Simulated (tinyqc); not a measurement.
# Free and trapped electrons in a MOS channel with a dense trap tail: effects of single changes

p-type body, charge-sheet picture, full ionisation (an idealisation for deep acceptors), Boltzmann statistics for free electrons. e = Ec - EF at the surface. Acceptor-like traps of density D(E) = D0 + De exp(-E/Ew) at depth E below Ec, from 0 to Eu, hold n_t = integral of D(E)/(1 + exp((e - E)/Vt)). psi = Eg - Vt ln(Nv/Na) - e; N_dep = sqrt(2 eps0 eps_r Na (psi - Vt)/q); n_f = sqrt(N_dep^2 + 2 eps0 eps_r Vt Nc exp(-e/Vt)/q) - N_dep; Vg = Vfb + psi + q (N_dep + n_t + n_f)/Cox, Cox = eps0 eox/tox.

Values chosen for this exercise; band and dielectric values close to those of 4H silicon carbide:
```
symbol    value         unit                                             meaning
T           250            K                                         temperature
Eg          3.2           eV                                            band gap
eps_r      9.75                                            relative permittivity
Nc      1.28e19        cm^-3              conduction-band density of states at T
Nv      1.86e19        cm^-3                 valence-band density of states at T
eox         3.9                           relative permittivity of the insulator
tox          61           nm                                 insulator thickness
Na       5.7e16        cm^-3                                    acceptor density
Vfb       -2.05            V            flat-band voltage without trapped charge
D0       1.1e10  cm^-2 eV^-1  constant background density of acceptor-like traps
De         3e13  cm^-2 eV^-1          density of the tail at the conduction edge
Ew         0.05           eV                            decay energy of the tail
Eu         0.65           eV        depth below Ec down to which the traps reach
mf          170   cm^2/(V s)                          mobility of free electrons
```

Constants: q = 1.602176634e-19 C, kB = 1.380649e-23 J/K, Vt = kB T/q, eps0 = 8.8541878128e-14 F/cm where lengths are in cm. Results are converted to the units shown.

Each table varies one quantity; the others keep the values above.

## Free and trapped charge against gate voltage

Free share n_f/(n_f + n_t); swing ln 10 n_f/(dn_f/dVg); field-effect mobility mf q (dn_f/dVg)/Cox, for a constant mf; oxide field q (N_dep + n_t + n_f)/(eps0 eox).

Result of one run:
```
Vg (V),e (eV),n_f (cm^-2),n_t (cm^-2),free share (%),swing (mV/decade),field-effect mobility (cm^2/(V s)),oxide field (MV/cm)
8.4,0.02510,3.055e11,9.450e11,24.43,3886,87.11,1.213
```

What becomes of these results when the gate voltage Vg is changed from 8.4 to 9.7 V, all else the same?

Result of the changed run:
```
Vg (V),e (eV),n_f (cm^-2),n_t (cm^-2),free share (%),swing (mV/decade),field-effect mobility (cm^2/(V s)),oxide field (MV/cm)
9.7,0.009394,5.797e11,1.121e12,34.08,5612,114.4,1.424
```

The whole series:
```
Vg (V),e (eV),n_f (cm^-2),n_t (cm^-2),free share (%),swing (mV/decade),field-effect mobility (cm^2/(V s)),oxide field (MV/cm)
4.4,0.3163,4.818e5,7.387e9,0.006521,95.22,0.005605,0.6051
5.7,0.09207,1.526e10,3.202e11,4.549,1015,16.66,0.7814
7,0.04980,1.044e11,6.658e11,13.55,2297,50.34,0.9876
8.4,0.02510,3.055e11,9.450e11,24.43,3886,87.11,1.213
9.7,0.009394,5.797e11,1.121e12,34.08,5612,114.4,1.424
11,-0.002587,9.164e11,1.237e12,42.56,7606,133.5,1.635
12.3,-0.01218,1.295e12,1.312e12,49.67,9842,145.8,1.846
13.6,-0.02012,1.700e12,1.362e12,55.52,1.227e4,153.5,2.058
14.9,-0.02686,2.122e12,1.396e12,60.32,1.485e4,158.3,2.270
```

n_f reaches 1e11 cm^-2 at Vg = 6.96 V, against 5.10 V without traps. The free share rises from 0.00652 to 60.3 % and the field-effect mobility rises from 0.00561 to 158 cm^2/(V s), although mf = 170 is constant: in the last row 93.1 % of Cox dVg goes into free electrons. The swing in the first row is 95.2 mV a decade (Vt ln 10 = 49.6). For Vg = 8.4, 9.7, 11, 12.3, 13.6, 14.9 EF lies less than 2 Vt below the band edge, or above it, where degeneracy and confinement, left out, matter.

## Effect of the decay energy of the tail

VT is the Vg for n_f = 1e11 cm^-2; swing ln 10 n_f/(dn_f/dVg) at n_f = 1e8 cm^-2; the last three columns are for Vg = VT + 4.9 V, with free share n_f/(n_f + n_t) and field-effect mobility mf q (dn_f/dVg)/Cox; there EF is near the band edge, where Boltzmann statistics are rough.

Effect of the decay energy of the tail:
```
Ew (eV),e at VT (eV),VT (V),q n_t/Cox at VT (V),swing (mV/decade),n_f (cm^-2),free share (%),field-effect mobility (cm^2/(V s))
0.03,0.05076,5.884,0.7824,98.57,1.320e12,63.74,150.2
0.05,0.05076,6.958,1.856,189.4,1.162e12,47.40,142.2
0.07,0.05076,8.259,3.158,365.7,1.068e12,36.64,136.4
0.09,0.05076,9.681,4.580,583.5,1.006e12,29.43,132.0
0.11,0.05076,11.16,6.062,809.8,9.621e11,24.41,128.7
0.13,0.05076,12.66,7.563,1028,9.301e11,20.80,126.2
0.15,0.05076,14.15,9.053,1231,9.056e11,18.12,124.1
0.17,0.05076,15.61,10.51,1416,8.864e11,16.07,122.4
```

What does the table show?

As Ew goes from 0.03 to 0.17, VT rises from 5.88 to 15.6 V, its part due to traps rises from 0.782 to 10.5 V, the swing rises from 98.6 to 1420 mV/decade and the field-effect mobility falls from 150 to 122 cm^2/(V s).

Program tinyqc, `OMP_NUM_THREADS=1 python tinyqc.py 2222181 2222182 out.jsonl`; Intel Xeon 2.30GHz, shared host, one thread, about 0.02 s.
